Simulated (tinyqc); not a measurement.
FCI on RHF in the 3-21g basis, for He, spin multiplicity 1, step by step. One step of it, computed by the program tinyqc.

Question. FCI: roots. Diagonalise (each vector has its largest component positive (the first on a tie)); all determinants have Ms = 0, so triplets appear too. The lowest singlet root is the correlation energy.

Occupation strings over the orbitals (2 doubly, a alpha, b beta, 0 empty; spin orbitals ordered 1a 1b 2a 2b ...): 20 ab ba 02

H - E(HF) between determinants (hartree), lower triangle:
```
,20,ab,ba,02
20,0.000000
ab,0.000000,2.265252
ba,0.000000,-0.261994,2.265252
02,0.261994,0.024573,-0.024573,4.593344
```

Give: lowest roots of this matrix, relative to E(HF); lowest vectors; <S^2> of these roots; weight of the ground state by excitation level 0, 1, 2, ....

Answer.

lowest roots of this matrix, relative to E(HF) (hartree): -0.0149  2.0033  2.5267  4.6088

lowest vectors:
```
,root 1,root 2,root 3,root 4
20,0.9984,0.0000,-0.0017,0.0567
ab,0.0005,0.7071,0.7070,0.0118
ba,-0.0005,0.7071,-0.7070,-0.0118
02,-0.0568,0.0000,-0.0166,0.9982
```

<S^2> of these roots: 0.0000  2.0000  0.0000  0.0000

weight of the ground state by excitation level 0, 1, 2, ...: 0.9968  0.0000  0.0032
